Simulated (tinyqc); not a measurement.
Ways to converge the cycle: SCF convergence aids in the sto-3g basis, for BeH2, spin multiplicity 1. Computed by the program tinyqc with PySCF. RHF with one setting changed at a time; a run stops when the energy changes by less than 1e-09 hartree and the error matrix is below 1e-5. The start is the core Hamiltonian. Damping d keeps d of the old density; a shift (hartree) raises the virtual levels; DIIS n extrapolates F over n matrices.

Geometry (angstrom):
```
atom,x,y,z
Be,0.0000,0.0000,0.0000
H,0.0000,1.4870,0.0000
H,0.0000,-1.4670,0.0000
```

lowest restricted solution found by these runs and by PySCF = -15.537634 hartree

Largest element of the error matrix X^T (FDS - SDF) X:
```
iteration,plain,damping 0.3,damping 0.6,shift 0.4,DIIS 3,DIIS 8
1,5.6e-01,5.6e-01,5.6e-01,5.6e-01,5.6e-01,5.6e-01
2,4.0e-02,2.1e-01,3.7e-01,2.2e-01,4.0e-02,4.0e-02
3,3.8e-03,7.4e-02,2.4e-01,6.9e-02,1.8e-03,1.8e-03
4,6.5e-04,2.6e-02,1.5e-01,2.1e-02,3.3e-04,3.3e-04
5,1.5e-04,9.1e-03,9.4e-02,7.8e-03,3.0e-05,1.0e-05
6,3.8e-05,3.3e-03,5.9e-02,3.1e-03,2.0e-07,4.9e-08
8,2.6e-06,4.6e-04,2.3e-02,5.4e-04,-,-
10,-,7.4e-05,9.3e-03,1.1e-04,-,-
14,-,2.7e-06,1.5e-03,5.3e-06,-,-
20,-,-,1.0e-04,-,-,-
30,-,-,1.7e-06,-,-,-
```

How each run ends:
```
run,iterations,E (hartree),state
plain,8,-15.537634,lowest found
damping 0.3,19,-15.537634,lowest found
damping 0.6,41,-15.537634,lowest found
shift 0.4,14,-15.537634,lowest found
DIIS 3,7,-15.537634,lowest found
DIIS 8,6,-15.537634,lowest found
```

What does the comparison show, and why?

6 of 6 runs reach the lowest restricted solution found, in 6 to 41 iterations (fastest: DIIS 8). Plain steps already contract here, so damping only slows them. DIIS 3 and DIIS 8 gain by cancelling the error over several earlier matrices, much as a quasi-Newton step does.
